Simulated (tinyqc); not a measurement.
Length of a molecular wire: coherent transport through a tight-binding bridge. Computed by the program tinyqc. T = Gamma_L Gamma_R |G_1n|^2 with the self-energies of semi-infinite chains.

A uniform bridge between two chains:

| parameter | value |
|---|---|
| site energy (eV) | 4.750000 |
| hopping in the bridge (eV) | 1.380000 |
| lead hopping (eV) | 1.610000 |
| couplings (eV) | 0.39, 0.72 |
| E (eV) | -0.400000 |

Transmission against length:

| sites | T | ln T |
|---|---|---|
| 2 | 3.8275e-04 | -7.8681 |
| 4 | 2.7266e-06 | -12.8125 |
| 5 | 2.3024e-07 | -15.2842 |
| 6 | 1.9441e-08 | -17.7559 |
| 7 | 1.6417e-09 | -20.2276 |
| 8 | 1.3862e-10 | -22.6992 |
| 9 | 1.1706e-11 | -25.1709 |
| 10 | 9.8845e-13 | -27.6426 |

Estimate the missing row, sites = 3.

Computed row:
```
sites           T      ln T
3      3.2292e-05  -10.3407
```

E lies outside the band of the bridge (|E - e|/2h = 1.866 > 1), so T decays as exp(-beta n) with beta = 2 arccosh(1.866) = 2.4717 a site; the last two rows give 2.4717.
